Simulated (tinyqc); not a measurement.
Coverage along the feature as the dose grows: atomic layer deposition: Langmuir saturation, growth per cycle and coating of deep features. Computed by tinyqc, a small Python program. Command: `OMP_NUM_THREADS=1 python tinyqc.py 3023277 3023278 out.jsonl ald walk`. One thread of a shared host (Intel(R) Xeon(R) Processor @ 2.30GHz), about 0.02 s of CPU time with the checks.

Precursor A sticks only on free sites, so a long enough pulse saturates; co-reactant B then frees the sites again.

Inputs (values chosen for the exercise, modelled on hafnium oxide from an amide and water): precursor mass M = 411 u; site density q = 3 1/nm^2; sticking probability beta on free sites = 0.00034; precursor pressure p = 5.9 Pa; temperature T = 225 C; pulse time t = 0.092 s; desorption energy E_d = 1.73 eV; aspect ratio a = 5.9.

Feature: long trench.

Constants: u = 1.6605390666e-27 kg; k_B = 1.380649e-23 J/K; k_B = 8.617333262e-05 eV/K.

Method:
- Wall flux F = p/sqrt(2 pi M k_B T); rate of filling k_a = beta F/q; desorption k_d = 1e13 exp(-E_d/(k_B T)) per second. 1/m^2 = 1e-18/nm^2.
- Temperatures in kelvin are T(C) + 273.15.
- Diffusion-limited filling (Gordon) of a long trench of width w, hydraulic diameter 2w, so that a is replaced by a/2 in the hole formula: t = (q/F)(1 + 19a/8 + 3a^2/8). Reaction-limited filling needs ln(100)/k_a at any depth, k_a = beta F/q. Flow is molecular. The front picture holds when the modulus (a/2) sqrt(beta) is well above 1.
- Depth reached by the given pulse: solve the same formula for a. Exposure = p x diffusion-limited time; 1 langmuir = 1.33322e-4 Pa s.
- Continuum model with steady gas transport: d2n/dz2 = 3 beta (1 - th) n/d_h^2 (d_h the hydraulic diameter, n = 1 at the mouth, no flux at the floor, 60 cells), d th/dt = beta F n (1 - th)/q; no desorption. Times are multiples of the larger of the Gordon time and ln(100)/k_a.

diffusion-limited time = 0.00245082 s

time to 99 % without desorption, ln(100)/k_a = 1.18275 s

flux F = 34355.4 1/(nm^2 s)

modulus = 0.0543953

Coverage:
```
multiple   t (s)  top cell  quarter depth  half depth  three quarters  floor cell
0.05      0.0591     0.206          0.205       0.205           0.205       0.205
0.10      0.1183     0.369          0.369       0.368           0.368       0.368
0.20      0.2366     0.602          0.601       0.601           0.601       0.601
0.40      0.4731     0.842          0.841       0.841           0.841       0.841
0.60      0.7097     0.937          0.937       0.937           0.937       0.937
0.80      0.9462     0.975          0.975       0.975           0.975       0.975
1.00      1.1828     0.990          0.990       0.990           0.990       0.990
1.30      1.5376     0.997          0.997       0.997           0.997       0.997
```

What does the comparison show, and why?

At a multiple of 0.2 the coverage is 0.60 at the top and 0.60 at the floor. All depths fill nearly together, since molecules bounce many times before they stick. In the last row the floor reaches 0.997. Caution: the modulus is not well above 1 or the Gordon time is under three times ln(100)/k_a, so there is no sharp front: the Gordon time is only a lower bound and the reaction time must be met as well.
